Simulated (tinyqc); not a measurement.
Inside a calculation: quantum-confined Stark effect in a modulator well. Values are carried at full precision from step to step, so a last printed digit may differ when a step is redone from the rounded ones.

Constants: hbar^2/2m0 = 3.80998211 eV angstrom^2; e^2/(4 pi eps0) = 14.39964547 eV angstrom; hc = 1239.841984 eV nm.

Inputs chosen for the exercise (near those of an InGaAsP well in InP; not measured data):
- L = 90 angstrom (well width)
- me = 0.052 m0 (electron, well)
- mh = 0.371 m0 (heavy hole along z, well)
- F = 58 kV/cm (field)
- Vc = 0.176 eV (conduction offset)
- Vv = 0.271 eV (heavy-hole offset)
- meb = 0.0804 m0 (electron, barrier)
- mhb = 0.484 m0 (heavy hole, barrier)
- Eg = 0.87 eV (gap of the well)
- mp = 0.108 m0 (heavy hole in the plane)
- eps = 13.1 (dielectric constant)
- dE = 24 meV (operating point below the zero-field line)
- G = 10 meV (half width of the exciton line)

## Estimate for hard walls

Second order: each level moves by -C m (e F)^2 L^4/(2c), C = (15/pi^2 - 1)/(24 pi^2), c = hbar^2/2m0, 1 kV/cm = 1e-5 eV/angstrom. It holds while e F L is no more than about twice 3 c pi^2/(m L^2).

Estimate:
```
carrier     shift (meV)  e F L over the level spacing
electron          -0.33                          0.19
heavy hole        -2.36                          1.39
```

The hole, 7.1 times heavier, carries 88 % of the estimated shift; for hard walls second order errs by about 2 % at a ratio of 1 and 13 % at 3.

## Levels and envelopes

Envelopes on cells of 0.5 angstrom over the well |z| < L/2 and 45 angstrom of barrier on each side, psi = 0 beyond, psi'/m continuous (mean mass between points), c = hbar^2/2m0. The electron sees + e F z and the hole - e F z, each with its offset in the barriers; 1 kV/cm = 1e-5 eV/angstrom. Light holes, band mixing and escape by tunnelling are left out.

Ground levels, squared overlap and separation <z>_h - <z>_e without and with the field.

Results:
```
F (kV/cm)  E_e (meV)  E_h (meV)  overlap^2  separation (angstrom)
0              36.80       9.35      0.933                    0.0
58             34.78       5.39      0.748                   19.8
```

The electron level moves by -2.03 meV (6.1 times the hard-wall estimate, since it leaks into the barriers and sees a wider well) and the hole level by -3.96 meV (1.68 times).

## Exciton

Exciton: in-plane function exp(-rho/lam), 1/mu = 1/me + 1/mp, E(lam) = c/(mu lam^2) - (q/eps) times the integral over k of Fm(k)(1 + (k lam/2)^2)^(-3/2), Fm(k) the double integral of psi_e^2 psi_h^2 exp(-k |z - z'|), q = e^2/(4 pi eps0); binding Eb = -E at the minimum. Line at Eg + E_e + E_h - Eb, strength proportional to overlap^2/lam^2.

Minimise over lam without and with the field.

Results:
```
F (kV/cm)  lam (angstrom)  Eb (meV)  line (eV)      nm  overlap^2/lam^2 (1e-4/angstrom^2)
0                   153.0      6.73     0.9094  1363.3                             0.3986
58                  159.2      6.41     0.9038  1371.9                             0.2951
```

The weaker binding gives back 0.32 meV of the red shift, leaving 5.7 meV; the strength falls to 74 %.

## Contrast at the operating point

With a Gaussian line of half width G, the absorption at E_op = line(0) - dE is proportional to strength x exp(-ln2 ((E_op - line)/G)^2); continuum absorption is left out. Give it at both fields, relative to the zero-field peak.

E_op = 0.8854 eV
wavelength = 1400.3 nm

absorption without and with the field: 0.018  0.072

The field changes the absorption by +0.05 of the zero-field peak. With dE above 2G the Gaussian tail at zero field is weak; real tails fall only exponentially and absorb more.

## Checks

- Zero-field levels against the matching condition of the square well, meV: largest difference 3.1e-01.
- Slope d(E_e + E_h)/dF against minus the separation (Hellmann-Feynman), angstrom: both -19.8.

Computed by tinyqc, a small Python program: `OMP_NUM_THREADS=1 python tinyqc.py 1281254 1281255 out.jsonl` (the numbers bound the seed that draws the inputs); one thread of a shared host (Intel(R) Xeon(R) Processor @ 2.30GHz), about 0.2 s for the whole set of steps.
